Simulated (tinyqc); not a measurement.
Worked calculation: RHF in the 6-31g basis, for H2, spin multiplicity 1. One step of it, computed by the program tinyqc.

Problem. Orthogonalisation. S = U s U^T; symmetric (Loewdin) form X = U s^(-1/2) U^T, so that X^T S X = 1.

overlap S, lower triangle:
```
          1H 1s     1H 2s     2H 1s     2H 2s
1H 1s  1.000000
1H 2s  0.658292  1.000000
2H 1s  0.174343  0.358147  1.000000
2H 2s  0.358147  0.688262  0.658292  1.000000
```

Give: eigenvalues of S; X.

Solution.

eigenvalues of S: 0.1736  0.3829  0.9638  2.4797

X, lower triangle:
```
         1H 1s    1H 2s    2H 1s   2H 2s
1H 1s   1.2530
1H 2s  -0.5002   1.5820
2H 1s  -0.0072   0.0246   1.2530
2H 2s   0.0246  -0.5767  -0.5002  1.5820
```
